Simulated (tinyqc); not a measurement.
Worked calculation: inverse iteration on a symmetric matrix. Computed by tinyqc, a small Python program that keeps every step. Settings: method = inverse, shift = 1.04. Command: `OMP_NUM_THREADS=1 python tinyqc.py 26451 26452 out.jsonl` (the two numbers bound the seeds that draw the settings). One thread of a shared host (Intel(R) Xeon(R) Processor @ 2.60GHz), about 0.01 s of CPU time with the checks.

## Step 1

A:
```
[[1.421000, -0.220000, -0.420000, 0.180000],
 [-0.220000, 2.973000, 0.161000, -0.005000],
 [-0.420000, 0.161000, 3.113000, 0.059000],
 [0.180000, -0.005000, 0.059000, 5.393000]]
```

vector v at the start: [0.500000, 0.500000, 0.500000, 0.500000]

shift = 1.040000

solve (A - shift) w = v; v' = w/|w| with its largest component positive (the first on a tie); lambda = v'^T A v'.

vector after step 1: [0.942809, 0.189557, 0.274157, 0.004177]

Rayleigh quotient after step 1 = 1.326532

## Step 2

As before.

vector after step 2: [0.967102, 0.116625, 0.222025, -0.042620]

Rayleigh quotient after step 2 = 1.295172

## Course of the iteration

Stop when the residual |A v - lambda v| is below 1e-9.

Steps:
```
step      lambda  residual
1     1.32653198  2.88e-01
2     1.29517168  2.66e-02
3     1.29485071  2.84e-03
4     1.29484671  3.26e-04
5     1.29484665  3.89e-05
6     1.29484665  4.77e-06
7     1.29484665  6.02e-07
8     1.29484665  7.78e-08
9     1.29484665  1.03e-08
10    1.29484665  1.38e-09
11    1.29484665  1.87e-10
```

all eigenvalues, for comparison: [1.294847, 2.868090, 3.335155, 5.401909]

Converged in 11 steps.
